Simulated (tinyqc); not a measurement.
Planar ballistic transistor, top-of-the-barrier model: transfer curve.

At the top of the source barrier, states moving towards the drain are filled by the source (Fermi level 0) and states moving back by the drain (Fermi level -q Vd); nothing scatters. U is the shift of the band edge there, set by the capacitances CG, CD and CS (the total) and by the charge. Parabolic two-dimensional band; the source is grounded.

N0 = gv m kB T/(pi hbar^2), CG = eps0 eox/tox, vT = sqrt(2 kB T/(pi m)), CS = CG/aG, n0 = n at U = 0 and Vd = 0. eta1 = -(E0 + U)/Vt, eta2 = eta1 - Vd/Vt, n = (N0/2)[F_0(eta1) + F_0(eta2)], F_0(x) = ln(1 + exp x). U = UL + q (n - n0)/CS with UL = -(aG Vg + aD Vd), energies in eV. I = q (N0/2) vT [F_(1/2)(eta1) - F_(1/2)(eta2)] per width, F_(1/2)(x) = (2/sqrt(pi)) int_0^infinity u^(1/2)/(1 + exp(u - x)) du. CQ = (q/Vt) dn/d(eta1).

Parameters, values chosen for the exercise; mass and valleys made up:
```
symbol,value,unit,meaning
T,300,K,temperature
m,0.0278,m0,effective mass
gv,1,,valley degeneracy
eox,9,,relative permittivity of the gate insulator
tox,1.8,nm,insulator thickness
aG,0.94,,gate control CG/CS
aD,0.036,,drain control CD/CS
E0,0.31,eV,band edge at the barrier top above the source Fermi level at zero bias
Vd,0.2,V,drain voltage
```

Constants: q = 1.602176634e-19 C, kB = 1.380649e-23 J/K, hbar = 1.054571817e-34 J s, m0 = 9.1093837015e-31 kg, Vt = kB T/q, eps0 = 8.8541878128e-14 F/cm where lengths are in cm. Results are converted to the units shown.

Transfer curve:

| Vg (V) | eta1 | n (cm^-2) | I (uA/um) | mean velocity I/(q n) (cm/s) | CQ/CS |
|---|---|---|---|---|---|
| 0 | -11.71 | 1.230e6 | 6.352e-4 | 3.224e7 | 1.618e-6 |
| 0.12 | -7.350 | 9.650e7 | 0.04985 | 3.224e7 | 1.269e-4 |
| 0.25 | -2.636 | 1.039e10 | 5.421 | 3.257e7 | 0.01321 |
| 0.38 | 1.730 | 2.845e11 | 189.4 | 4.156e7 | 0.1683 |
| 0.5 | 5.385 | 8.227e11 | 754.6 | 5.725e7 | 0.2138 |
| 0.62 | 8.818 | 1.530e12 | 1424 | 5.811e7 | 0.3450 |
| 0.75 | 12.25 | 2.517e12 | 1928 | 4.780e7 | 0.3929 |
| 0.88 | 15.64 | 3.533e12 | 2305 | 4.073e7 | 0.3950 |
| 1 | 18.76 | 4.472e12 | 2602 | 3.632e7 | 0.3951 |

The current rises from 6.35e-4 to 2600 uA/um. Between the first two rows the swing is 63.3 mV a decade, against Vt ln 10/aG = 63.3. CQ/CS goes from 1.6e-6 to 0.40, so a volt on the gate moves the band edge by 0.94 eV in the first row and 0.67 eV in the last: the device stays near the quantum-capacitance limit. The mean velocity goes from 3.22e7 through a maximum of 5.81e7 (at Vg = 0.62 V among the rows listed) to 3.63e7 cm/s. For Vg = 0.75 to 1 V the source Fermi level lies over 0.3 eV above the band edge, where a light band is no longer parabolic.

Program tinyqc, `OMP_NUM_THREADS=1 python tinyqc.py 2400002 2400003 out.jsonl`; Intel Xeon 2.30GHz, shared host, one thread, about 0.01 s.
